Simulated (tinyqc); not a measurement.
# From one set of inputs to another, one input at a time

Model: epitaxial growth on a vicinal surface: Burton-Cabrera-Frank step flow, step-edge barrier and island nucleation. Computed by tinyqc, a small Python program. Command: `OMP_NUM_THREADS=1 python tinyqc.py 3011472 3011473 out.jsonl stepflow ladder`. One thread of a shared host (Intel(R) Xeon(R) Processor @ 2.30GHz), about 0.02 s of CPU time with the checks.

Adatoms land at rate F, hop on a square grid (a simplification for hexagonal faces), desorb, or join steps. Lengths are in units of a and n is the adatom coverage. Steps ascend at x = 0 and descend at x = l.

The inputs printed are set A. Set A is close to those used for Si(111); the values taken over come from a set close to those used for Ge(001). Inputs not listed in the table keep their values of set A, so the rows need not describe a real material.

Inputs (values chosen for the exercise, close to those used for Si(111)): site spacing a = 3.84 angstrom; step height h = 3.14 angstrom; diffusion barrier E_d = 1.04 eV; desorption energy E_a = 3.14 eV; adatom formation energy E_f = 1.06 eV; step-edge barrier E_s = 0.25 eV; attempt frequency nu = 1 THz; deposition rate F = 0.57 layers/s; miscut angle = 1 degrees; temperature T = 1010 C; critical nucleus size i = 3; binding energy of the critical nucleus E_i = 0.36 eV.

Constants: k_B = 8.617333262e-05 eV/K.

Method:
- D = nu exp(-E_d/(k_B T)) (a^2/s, nu counted per direction); tau = exp(E_a/(k_B T))/nu; x_s = sqrt(D tau); n_eq = exp(-E_f/(k_B T)); terrace width l = h/(a tan(miscut)); Schwoebel length l_s = exp(E_s/(k_B T)) - 1.
- Temperatures in kelvin are T(C) + 273.15.
- D n'' - n/tau + F = 0 with n(0) = n_eq and -l_s n'(l) = n(l) - n_eq. With u = n - F tau, A = n_eq - F tau, y = l/x_s, s = l_s/x_s: u = A cosh(x/x_s) + B sinh(x/x_s), B = A (1 - cosh y - s sinh y)/(sinh y + s cosh y). Flux into the ascending step J+ = D B/x_s, over the descending one J- = -(D/x_s)(A sinh y + B cosh y); step velocity J+ + J-; growth rate (J+ + J-)/l. For small y: J+ + J- = (F - n_eq/tau) l, J-/J+ = l/(l + 2 l_s).
- The coverage peaks where n' = 0, tanh(x/x_s) = -B/A.
- Island density on a flat surface without desorption: N = 0.25 (F/D)^(i/(i+2)) exp(E_i/((i+2) k_B T)) per site, with E_i = 0 for i = 1; spacing l_n = N^(-1/2). Step flow needs an effective width l_eff = 2 x(peak) below l_n.

Each row keeps all changes above it:
```
input moved                       from     to  ratio l_eff/l_n  peak coverage  growth rate (layers/s)
set A                                -      -          0.13360     7.1191e-05                 0.56997
attempt frequency nu (THz)           1     10          0.06696     6.8910e-05                 0.56968
desorption energy E_a (eV)        3.14   2.58          0.06696     6.8887e-05                 0.51937
step-edge barrier E_s (eV)        0.25   0.24          0.06622     6.8882e-05                 0.51938
miscut angle (degrees)               1    0.5          0.12483     6.9458e-05                 0.51908
adatom formation energy E_f (eV)  1.06   1.14          0.12483     3.4144e-05                 0.54507
diffusion barrier E_d (eV)        1.04  0.635          0.04160     3.3323e-05                 0.54549
temperature T (C)                 1010    460          0.23676     2.5325e-06                 0.57000
```

Ratio l_eff/l_n goes from 0.134 to 0.237, a factor 1.77 in all. The largest single move comes from temperature T (a factor 5.69), and diffusion barrier E_d works against it (a factor 0.333). Peak coverage goes from 7.12e-5 to 2.53e-6, a factor 0.0356 in all. The largest single move comes from temperature T (a factor 0.0760). growth rate ends near its start, 0.570; the largest single move comes from desorption energy E_a (a factor 0.912). The single moves hold for this order of the switches; the total does not depend on the order.

Caution (all rows): the prefactor 0.25 and the criterion are estimates, good to a factor of about two in length.

Extremes, crossings and ranges named in words are read from the listed rows.
